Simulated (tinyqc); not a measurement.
Thinning the body: Gamma, L and X subbands of a thin body with non-parabolic valleys.

Hard walls, flat band, c = hbar^2/2m0, energies from the bulk Gamma edge. For a valley at angle theta to the normal 1/m_z = cos^2/ml + sin^2/mt and m_d = sqrt(ml mt^2/m_z). Subband n starts at E_v + e with e (1 + a e) = c (n pi/t)^2/m_z, and its density-of-states mass is taken as m_d (1 + 2 a e), without further growth at higher in-plane energy. Groups are named by valley and degeneracy.

n_i = g m/(2 pi c) kB T ln(1 + exp((EF - E_i)/kB T)), sum n_i = Ns (1e12/cm^2 = 1e-4/angstrom^2), c = hbar^2/2m0. Quantum capacitance Cq = 1602.176634 sum g m/(2 pi c) f_i in microfarad/cm^2 with f_i = 1/(1 + exp((E_i - EF)/kB T)); Cox = 34.5313/eot (one gate); C/Cox = Cq/(Cq + Cox), the centroid term left out.

Constants: hbar^2/2m0 = 3.80998211 eV angstrom^2; kB = 8.617333262e-05 eV/K.

Values chosen for the exercise (near those of a thin InAs channel; shifted at random, so the results belong to these values and not to a real crystal): face = 100 (surface); mG = 0.0257 m0 (Gamma mass); aG = 2.32 1/eV (Gamma non-parabolicity); EL = 0.723 eV (L edge above Gamma); mL = (0.625, 0.051) m0 (L valleys (four, along <111>): ml, mt); EX = 1.041 eV (X edge above Gamma); mX = (1.101, 0.155) m0 (X valleys (three, along <100>): ml, mt); aS = 0.45 1/eV (non-parabolicity of L and X); Ns = 5 x 1e12/cm^2 (sheet density); T = 300 K (temperature); eot = 9 angstrom (equivalent oxide thickness); ts = (18, 24, 30, 40, 55, 75, 110) angstrom (thicknesses).

Lowest edge of each valley type, the lowest group, the Gamma share and C/Cox, with n = 1 to 8 of all groups.

Results:

| t (angstrom) | Gamma (eV) | L (eV) | X (eV) | lowest | Gamma share (%) | C/Cox |
|---|---|---|---|---|---|---|
| 18 | 1.196 | 1.790 | 1.142 | X1 | 23.0 | 0.799 |
| 30 | 0.649 | 1.192 | 1.078 | G1 | 100.0 | 0.640 |
| 40 | 0.448 | 1.007 | 1.062 | G1 | 100.0 | 0.579 |
| 55 | 0.289 | 0.881 | 1.052 | G1 | 100.0 | 0.512 |
| 75 | 0.183 | 0.811 | 1.047 | G1 | 100.0 | 0.492 |
| 110 | 0.098 | 0.765 | 1.044 | G1 | 100.0 | 0.609 |

Give the missing row, t (angstrom) = 24.

Computed row:
```
t (angstrom)  Gamma (eV)  L (eV)  X (eV)  lowest  Gamma share (%)  C/Cox
24                 0.853   1.403   1.099      G1             99.9  0.685
```

From 110 down to 18 angstrom Gamma rises by 1.10 eV, L by 1.03 and X by 0.10 eV, the light Gamma mass moving most. The lowest group changes from G1 to X1 between 24 and 18 angstrom. The Gamma share goes from 100 % to 23 %. C/Cox is 0.61 and 0.80 at the ends and lies between 0.49 and 0.80. Hard walls overstate the rise in the thinnest rows.

Computed by tinyqc, a small Python program: `OMP_NUM_THREADS=1 python tinyqc.py 1280322 1280323 out.jsonl` (the numbers bound the seed that draws the inputs); one thread of a shared host (Intel(R) Xeon(R) Processor @ 2.30GHz), about 0.05 s for the whole set of steps.
